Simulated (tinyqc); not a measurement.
Inside a calculation. Method: Hubbard chain of 5 sites. One step of it, computed by the program tinyqc.

Task: Mean-field iteration 2. H(up) = T + U n(down), H(down) = T + U n(up); fill the lowest levels; n(new) = n + mixing (n(out) - n); E = tr T (rho up + rho down) + U sum n_up n_down of the output.

one-body matrix (hopping and site energies) (eV), order 1, 2, 3, 4, 5:
```
[[0.000000, -1.960000, 0.000000, 0.000000, 0.000000],
 [-1.960000, 0.000000, -1.960000, 0.000000, 0.000000],
 [0.000000, -1.960000, 0.000000, -1.960000, 0.000000],
 [0.000000, 0.000000, -1.960000, 0.000000, -1.960000],
 [0.000000, 0.000000, 0.000000, -1.960000, 0.000000]]
```

U = 0.500000 eV

electrons, up and down: [3, 1]

mixing = 1

n(up) after iteration 1: [0.666667, 0.500000, 0.666667, 0.500000, 0.666667]

n(down) after iteration 1: [0.083333, 0.250000, 0.333333, 0.250000, 0.083333]

Give: levels, up; levels, down; energy; n(up) after iteration 2; n(down) after iteration 2.

Result:

levels, up (eV): [-3.2703, -1.8771, 0.0833, 2.0438, 3.5203]

levels, down (eV): [-3.1034, -1.6688, 0.3333, 2.2521, 3.6867]

energy = -8.4592 eV

n(up) after iteration 2: [0.6760, 0.4948, 0.6585, 0.4948, 0.6760]

n(down) after iteration 2: [0.0823, 0.2531, 0.3292, 0.2531, 0.0823]
